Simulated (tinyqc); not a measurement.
Inside a calculation. Model: rapid thermal processing of a wafer: radiative balance, ramp and cooling, pattern effects, pyrometer error and spike budget. Computed by tinyqc, a small Python program that keeps every step. Command: `OMP_NUM_THREADS=1 python tinyqc.py 3110488 3110489 out.jsonl rtp walk`. One thread of a shared host (Intel(R) Xeon(R) Processor @ 2.30GHz), about 0.04 s of CPU time with the checks. Intermediate numbers are printed to about 6 digits and carried at full precision; extremes and crossings named in words are read from the listed rows.

The wafer is opaque and uniform through its thickness unless said otherwise; temperatures in formulas are in kelvin (C + 273.15). sigma = 5.670374419e-12 W/(cm^2 K^4).

Inputs (values chosen for the exercise, modelled on a hot silicon wafer):
```
quantity                                              value         unit
wafer thickness d                                       775   micrometre
heat capacity per volume C                             2.02   J/(cm^3 K)
thermal conductivity k                                 0.24     W/(cm K)
emissivity eps of each face                            0.71            -
reflectivity of the chamber walls r                     0.5            -
gas heat-transfer coefficient h, both faces together   0.92  mW/(cm^2 K)
wall temperature T_w                                    500            K
process temperature                                     870            C
starting temperature                                    400            C
ramp rate                                                26          K/s
relative change of absorptivity over a pattern           14            %
period of the pattern                                  0.52           mm
pyrometer wavelength                                    3.8   micrometre
error of the assumed emissivity                          12            %
activation energy of the process E_a                   1.24           eV
```

Constants: k_B = 8.617333262e-05 eV/K; h = 6.62607015e-34 J s; c = 299792458 m/s; k_B = 1.380649e-23 J/K.

## Power to hold and to ramp

Effective emissivity between parallel grey plates: eps_eff = 1/(1/eps + 1/(1 - r) - 1). Loss per area q(T) = 2 eps_eff sigma (T^4 - T_w^4) + h (T - T_w). Absorbed power during a ramp = q(T) + C d x ramp rate; thermal time constant tau = C d/(dq/dT), dq/dT = 8 eps_eff sigma T^3 + h; natural cooling rate q/(C d); front-to-back difference under one-sided heating at the end of the ramp = (absorbed power) d/(2 k).

eps_eff = 0.415205

holding power q = 8.33853 W/cm^2

power at the end of the ramp = 12.4088 W/cm^2

dq/dT = 29.0567 mW/(cm^2 K)

time constant tau = 5.38774 s

natural cooling rate = 53.2643 K/s

front-to-back difference = 2.00351 K

Radiation carries 93 % of the loss. The ramp needs 1.5 times the holding power.

## Cooling curve

Cooling with the lamps off: C d dT/dt = -q(T), integrated adaptively (relative tolerance 1e-10).

Lamps off at t = 0:
```
t (s)    T (C)  cooling rate (K/s)
0.54   842.600             48.3530
1.10   816.765             44.0314
2.20   772.240             37.2476
3.80   718.692             30.1191
5.40   674.778             25.0383
8.10   615.677             19.1776
13.00  538.450             13.0015
22.00  449.110              7.6114
```

The rate falls from 53.3 K/s at t = 0 to 7.61 K/s in the last row.

## Thermal budget of a spike

Spike anneal: linear ramp to the peak, then lamps off. Equivalent time at the peak = int exp(-(E_a/k_B)(1/T - 1/T_peak)) dt; estimate (k_B T^2/E_a)(1/ramp rate + 1/cooling rate). The ramp part uses 4000 trapezoid steps, the cooling part 4000 steps over 4 tau. Time within 50 K of the peak from the same curves.

equivalent time, ramp = 3.03947 s

equivalent time, cooling = 1.99854 s

equivalent time, total = 5.03801 s

estimate = 5.19787 s

time within 50 K of the peak = 2.95005 s

Cooling supplies 40 % of the budget.

## What a faster ramp buys

The formulas are those given above.

Against the ramp rate:
```
ramp (K/s)  ramp part (s)  cooling part (s)  total (s)  power at the peak (W/cm^2)
10                7.90263           1.99854    9.90117                       9.904
25                3.16105           1.99854    5.15959                      12.252
50                1.58053           1.99854    3.57906                      16.166
100               0.79026           1.99854    2.78880                      23.994
250               0.31611           1.99854    2.31464                      47.476
500               0.15805           1.99854    2.15659                      86.614
1000              0.07903           1.99854    2.07756                     164.889
```

From 10 to 100 K/s the total falls by a factor 3.6, from 100 to 1000 K/s by 1.34: the cooling part, 2.00 s, is a floor, and the natural cooling rate here is 53.3 K/s.

## Pattern effect

At steady state a sinusoidal change of absorbed power of relative amplitude a and period p gives the temperature amplitude a q/(dq/dT + k d (2 pi/p)^2); healing length l = sqrt(k d/(dq/dT)); process change = E_a dT/(k_B T^2). Emissivity is taken as unchanged.

healing length l = 8.00079 mm

amplitude without lateral conduction = 40.1764 K

amplitude = 0.00429838 K

change of the process rate = 0.00473312 %

Lateral conduction cuts the amplitude to 0.011 %, since p/(2 pi l) = 0.010.

## Pyrometer error

Signal proportional to eps/(exp(c2/(lambda T)) - 1), c2 = h c/k_B. If the assumed emissivity is too high by the given error, the reading T' solves (1 + error)/(exp(c2/(lambda T')) - 1) = 1/(exp(c2/(lambda T)) - 1). Wien estimate: T' - T = -lambda T^2 ln(1 + error)/c2. Process rates go as exp(-E_a/(k_B T)).

c2 = 14387.8 micrometre K

c2/(lambda T) = 3.31212

reading less true temperature = -36.5566 K

Wien estimate = -39.1144 K

rate at T over rate at T', less 1 = 51.5639 %

Caution: below about 600 C lightly doped silicon is partly transparent at this wavelength, so its emissivity is not yet the hot value early in the ramp.

Checks made by the program: cooling time against quadrature of C d dT/q (relative difference 3e-08).
